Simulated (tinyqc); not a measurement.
Thermal and gravitational stress in a wafer during furnace and rapid thermal processing, and the onset of slip: one step, computed by the program tinyqc. Command: `OMP_NUM_THREADS=1 python tinyqc.py 3015926 3015927 out.jsonl slip walk`. One thread of a shared host (Intel(R) Xeon(R) Processor @ 2.30GHz), about 0.01 s of CPU time with the checks.

A thin free disc in plane stress, isotropic; T(r) = T_centre + dT (r/R)^n with n = 2. Stress is positive in tension; sigma_SB = 5.670374419e-8 W/(m^2 K^4), g = 9.80665 m/s^2.

Question. Gravity. Own weight q = rho g t on a ring of radius b R, x = r/R: moments of an edge-supported plate, M_r = q R^2 (3 + nu)(1 - x^2)/16 and M_t = q R^2 [(3 + nu) - (1 + 3 nu) x^2]/16, less the uniform moment inside the ring load, q R^2 [(1 - nu)(1 - b^2) - 2 (1 + nu) ln b]/8; stress at the lower face = 6 M/t^2.

Inputs (values chosen for the exercise, for a model wafer):
```
quantity                           value        unit
wafer radius R                       150          mm
thickness t                          775  micrometre
Poisson ratio nu                    0.26           -
density rho                         2330      kg/m^3
radius of the support ring over R   0.91           -
```

Give: stress at the centre; radial stress at the ring; hoop stress at the ring.

Answer.

stress at the centre = 0.6294 MPa

radial stress at the ring = -0.04213 MPa

hoop stress at the ring = 0.2628 MPa
